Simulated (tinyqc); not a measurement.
MOSFET in the linear regime without short-channel effects, parameter extraction from computed curves: extraction methods against the temperature.

Inversion charge Q = Cox n Vt W0(exp((Vg - VT)/(n Vt))), W0 the Lambert function and n = nf; u = Q/Cox; mobility mu = mu0/(1 + th1 u + th2 u^2); channel resistance Rch = (L - dL)/(W mu Q); Id = Vd/(Rch + Rsd/W). Cox = eps0 eox/tox. Small Vd, no channel-length or drain effects.

From the continuous curve Id(Vg): tangent at peak gm (V_ext = Vg - Id/gm); constant current Id = 0.1 uA W/L; peak of d2Id/dVg2; Y = Id/sqrt(gm) drawn through Vg = VT + 0.6 and VT + 0.8 V, with intercept VT_Y and slope s. Mobilities gm,max L/(W Cox Vd) and s^2 L/(W Cox Vd) with the drawn L. Last column: share of Rsd/W in the total resistance at VT + 0.8 V.

Values chosen for this exercise; channel values of the order met in silicon transistors:
```
symbol,value,unit,meaning
eox,3.9,,relative permittivity of the gate insulator (close to silicon dioxide)
tox,6.7,nm,insulator thickness
mu0,420,cm^2/(V s),low-field mobility
th1,0.63,1/V,first mobility attenuation factor
th2,0,1/V^2,second mobility attenuation factor
VT,0.46,V,threshold voltage
nf,1.2,,body factor
W,1,um,gate width
L,0.055,um,drawn gate length
dL,0.006,um,drawn less effective length
Rsd,140,ohm um,source plus drain resistance
Vd,0.05,V,drain voltage
```

Constants: q = 1.602176634e-19 C, kB = 1.380649e-23 J/K, Vt = kB T/q, eps0 = 8.8541878128e-14 F/cm where lengths are in cm. Results are converted to the units shown.

Result of one run:

| V_ext (V) | constant current (V) | second derivative (V) | VT_Y (V) | mobility from gm (cm^2/(V s)) | mobility from Y (cm^2/(V s)) | series share (%) |
|---|---|---|---|---|---|---|
| 0.460 | 0.459 | 0.455 | 0.494 | 327 | 449 | 23.8 |

Which temperature T gave this result: 77, 150, 220, 300 or 370 K?

T = 150 K.

The whole series:

| T (K) | V_ext (V) | constant current (V) | second derivative (V) | VT_Y (V) | mobility from gm (cm^2/(V s)) | mobility from Y (cm^2/(V s)) | series share (%) |
|---|---|---|---|---|---|---|---|
| 77 | 0.463 | 0.469 | 0.458 | 0.483 | 361 | 460 | 24.2 |
| 110 | 0.462 | 0.465 | 0.457 | 0.489 | 343 | 455 | 24.0 |
| 150 | 0.460 | 0.459 | 0.455 | 0.494 | 327 | 449 | 23.8 |
| 220 | 0.456 | 0.445 | 0.452 | 0.501 | 304 | 439 | 23.5 |
| 300 | 0.449 | 0.427 | 0.448 | 0.505 | 284 | 427 | 23.2 |
| 370 | 0.442 | 0.410 | 0.443 | 0.506 | 270 | 416 | 22.9 |
| 450 | 0.433 | 0.388 | 0.437 | 0.506 | 257 | 404 | 22.7 |

The model has VT = 0.46 V and mu0 = 420 cm^2/(V s). Over the table the extracted thresholds move by 30 mV (tangent), 80 mV (constant current), 21 mV (second derivative), 23 mV (Y function). The mobility from gm falls from 361 to 257 and that from Y falls from 460 to 404 cm^2/(V s).

Numbers from tinyqc (`OMP_NUM_THREADS=1 python tinyqc.py 2210136 2210137 out.jsonl`; about 0.01 s on one thread of a shared Intel Xeon 2.30GHz).
